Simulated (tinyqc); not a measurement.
Phonon transmission through an interface between two chains by Green functions. Changing the mass m_2. Computed by tinyqc, a small Python program. Command: `OMP_NUM_THREADS=1 python tinyqc.py 3017231 3017232 out.jsonl agf sweep`. One thread of a shared host (Intel(R) Xeon(R) Processor @ 2.30GHz), about 0.02 s of CPU time with the checks.

Two semi-infinite chains (masses m_1, m_2; springs k_1, k_2), motion along the chain. The central region holds the end atom of each chain, joined by springs k_b. lambda = omega^2 in eV/(angstrom^2 u); nu = 15.6333042 THz x sqrt(lambda).

Inputs (values chosen for the exercise, for two model chains):
```
quantity                          value           unit
mass m_1                           31.6              u
spring k_1                          6.9  eV/angstrom^2
spring k_2                         3.71  eV/angstrom^2
junction spring k_b                4.09  eV/angstrom^2
probe frequency / lower band top   0.22              -
temperature T                       100              K
```

Atoms in the interlayer: none.

Constants: nu for 1 eV/(angstrom^2 u) = 15.6333042 THz; h x 1 THz = 4.135667696 meV; k_B = 8.617333262e-05 eV/K; k_B = 1.380649e-23 J/K; h = 6.62607015e-34 J s.

Method:
- nu_max = 15.6333042 THz x 2 sqrt(k/m); impedance Z = sqrt(k m); long-wave transmission 4 Z_1 Z_2/(Z_1 + Z_2)^2; the probe frequency is the given share of the lower band top.
- In chain i, sin(q_i a/2) = nu/nu_max,i. An outgoing wave makes the next atom move as exp(i q_i a) times the end atom, so the lead adds the self-energy Sigma_i = -k_i exp(i q_i a) to the force-constant matrix; Gamma_i = -2 Im Sigma_i = 2 k_i sin(q_i a).
- A = lambda M - K - Sigma over the central atoms, with K_ii the sum of the springs at i, K_(i,i+1) = -k_b; G = inverse of A; transmission = Gamma_1 Gamma_2 |G_(first,last)|^2.
- Landauer conductance G = k_B int tau(nu) x^2 e^x/(e^x - 1)^2 d nu, x = h nu/(k_B T), from 0 to the lower band top (240 Gauss-Legendre points in s from 0 to 1, nu = nu_top sin(pi s/2)); tau is the transmission, and its thermal mean is G over the value for tau = 1 in the same window; the quantum is g_0 = pi^2 k_B^2 T/(3 h).

One run for each value; columns: (1) mass m_2 (u); (2) conductance G (pW/K); (3) long-wave transmission; (4) thermal mean of the transmission; (5) band top of chain 2 (THz):
```
(1)       (2)      (3)      (4)     (5)
5.3    63.374  0.71044  0.68179  26.160
8.5    72.020  0.79844  0.77481  20.657
14.0   80.668  0.88165  0.86784  16.095
22.0   85.832  0.94200  0.93841  12.840
35.0   84.695  0.98340  0.97521  10.180
57.0   76.986  0.99994  0.97242   7.977
91.0   65.318  0.98815  0.93600   6.313
150.0  51.270  0.94707  0.87043   4.917
240.0  38.816  0.88581  0.79255   3.887
380.0  28.484  0.81036  0.70837   3.089
```

Over the rows, conductance G (pW/K) goes from 63.4 through a maximum among these rows, 85.8 at 22.0, to 28.5; long-wave transmission goes from 0.710 through a maximum among these rows, 1.000 at 57.0, to 0.810; thermal mean of the transmission goes from 0.682 through a maximum among these rows, 0.975 at 35.0, to 0.708. The impedances match at m_2 = 58.8 u and the band tops at 17.0 u; above the second value a heavier chain 2 lowers the top of the window.

Extremes, crossings and ranges named in words are read from the listed rows.
